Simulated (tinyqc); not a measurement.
What each parameter does: three-band (Emery) model of a CuO2 plane downfolded to one band.

Electron picture, d at 0 and the oxygen p orbitals at -D; sx = sin(kx a/2), sy = sin(ky a/2). H = [[0, 2 tpd sx, -2 tpd sy], [., -D, -4 tpp sx sy], [., ., -D]], real and symmetric. The top (antibonding) band crosses the Fermi level.

Values chosen for the exercise (out of a larger set: of the size used for cuprate planes; not measured data):
```
symbol  value  unit  meaning
D       2.6    eV    ed - ep
tpd     1.1    eV    d-p hopping
tpp     0.72   eV    p-p hopping
```

Top band at (1,1), (1,0) and (1/2,1/2) in pi/a, and its d weight at (1/2,1/2).

One parameter was then changed.

Results before and after:
```
case,"E(1,1) (eV)","E(1,0) (eV)","E(1/2,1/2) (eV)",d weight
base,3.2544,1.2554,1.6952,0.6275
changed,3.5653,1.4471,1.9085,0.6165
```

Which of these changes was made? (a) D = 2.86 eV; (b) tpd = 1.21 eV; (c) tpp = 0.792 eV.
Answer: (b) tpd = 1.21 eV. Of the candidates, run in turn, only this one gives the changed row.

All candidates:
```
case,"E(1,1) (eV)","E(1,0) (eV)","E(1/2,1/2) (eV)",d weight
base,3.2544,1.2554,1.6952,0.6275
D = 2.86 eV,3.1213,1.1939,1.6017,0.6536
tpd = 1.21 eV,3.5653,1.4471,1.9085,0.6165
tpp = 0.792 eV,3.4082,1.2554,1.7499,0.6125
```

At (1,0) sy = 0, so tpp does not enter.

Program tinyqc; command `OMP_NUM_THREADS=1 python tinyqc.py 1482675 1482676 out.jsonl`; about 0.02 s on one thread of a shared Intel(R) Xeon(R) Processor @ 2.30GHz.
